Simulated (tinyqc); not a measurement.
From results back to parameters: polar nitride quantum well with polarisation fields. Two cases, with inputs chosen for the exercise.

Problem. The field in the well was computed from a hidden polarisation difference.

In a periodic stack without free charge the potential drop over a period vanishes: F_w = (P_b - P_w) Lb/(eps0 (eps_w Lb + eps_b Lw)), F_b = -F_w Lw/Lb, eps0 = 8.8541878e-12 F/m; 1 MV/cm = 1e8 V/m = 0.01 V/angstrom.

Case 1.

Values chosen (near those of an InGaN well in GaN; the results hold for these values, not for the real material): Lw = 18 angstrom (well width); Lb = 110 angstrom (barrier width); eps_w = 11.5 (dielectric constant); eps_b = 10.3 (dielectric constant).

F_w = -3.1214 MV/cm

Case 2.

Values chosen (near those of a GaN well in AlGaN; the results hold for these values, not for the real material): Lw = 12 angstrom (well width); Lb = 100 angstrom (barrier width); eps_w = 10.2 (dielectric constant); eps_b = 10.5 (dielectric constant).

F_w = -2.3960 MV/cm

Find: P_b - P_w; sheet charge |P_b - P_w|/e, e = 1.602176634e-19 C; F_w for very thick barriers.

Solution. P_b - P_w = eps0 F_w (eps_w Lb + eps_b Lw)/Lb; for Lb much larger than Lw the field tends to (P_b - P_w)/(eps0 eps_w).

Case 1.

P_b - P_w = -0.0364 C/m^2
sheet charge |P_b - P_w|/e, e = 1.602176634e-19 C = 2.27 x 1e13/cm^2
F_w for very thick barriers = -3.579 MV/cm

Case 2.

P_b - P_w = -0.0243 C/m^2
sheet charge |P_b - P_w|/e, e = 1.602176634e-19 C = 1.52 x 1e13/cm^2
F_w for very thick barriers = -2.692 MV/cm

Computed by tinyqc, one run a case: `OMP_NUM_THREADS=1 python tinyqc.py N N+1 out.jsonl` with N = 1252545, 1252571; one thread of a shared Intel(R) Xeon(R) Processor @ 2.30GHz, about 0.08 s a run at most.
